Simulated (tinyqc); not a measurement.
What each parameter does: defect-molecule model of a vacancy with Jahn-Teller distortion.

Four dangling hybrids a, b, c, d point into the vacancy: H_ii = E0, and -gm between any two. A tetragonal distortion Q pairs a with b and c with d: those two couplings become -gm - I Q and the other four -gm + I Q/2, at an elastic cost k Q^2/2. The a1 level holds two electrons; charge states 2+, + and 0 put n = 0, 1, 2 more into the lowest level of t2 origin. Energy from the 2+ state at Q = 0, with the Fermi level mu counted from Ev: W_n(Q) = n (et - 2 I Q) + k Q^2/2 + Uc n (n - 1)/2 - n mu. et = E0 + gm is the undistorted t2 level.

Parameters, chosen for this exercise (of the size used for the vacancy in silicon; shifted at random, so the results belong to these values and not to a real crystal): E0 = -0.16 eV (level of a dangling hybrid, from Ev); gm = 0.33 eV (coupling between two dangling hybrids); I = 0.93 eV/angstrom (Jahn-Teller coupling); k = 19 eV/angstrom^2 (force constant of the mode); Uc = 0.2 eV (repulsion of two electrons in one orbital).

E_JT = 2 I^2/k, E(2+/+) = et - E_JT, E(+/0) = et - 3 E_JT + Uc, U_eff = E(+/0) - E(2+/+); a1 level E0 - 3 gm.

Results for these values:
```
case  (2+/+) (eV)  (+/0) (eV)  U_eff (eV)  a1 (eV)
base       0.0790      0.0969      0.0179  -1.1500
```

What happens to each result for k = 20.9 eV/angstrom^2, all else kept?

Answer: (2+/+) rises from 0.0790 to 0.0872; (+/0) rises from 0.0969 to 0.1217; U_eff rises from 0.0179 to 0.0345; a1 does not change at the printed digits.

The same for each parameter in turn:
```
case                    (2+/+) (eV)  (+/0) (eV)  U_eff (eV)  a1 (eV)
base                         0.0790      0.0969      0.0179  -1.1500
E0 = -0.11 eV                0.1290      0.1469      0.0179  -1.1000
gm = 0.37 eV                 0.1190      0.1369      0.0179  -1.2700
I = 1.023 eV/angstrom        0.0598      0.0395     -0.0203  -1.1500
k = 20.9 eV/angstrom^2       0.0872      0.1217      0.0345  -1.1500
Uc = 0.26 eV                 0.0790      0.1569      0.0779  -1.1500
```

E0 and gm move both levels alike, so U_eff depends on I, k and Uc alone.

Program tinyqc; command `OMP_NUM_THREADS=1 python tinyqc.py 1480032 1480033 out.jsonl`; about 0.01 s on one thread of a shared Intel(R) Xeon(R) Processor @ 2.30GHz.
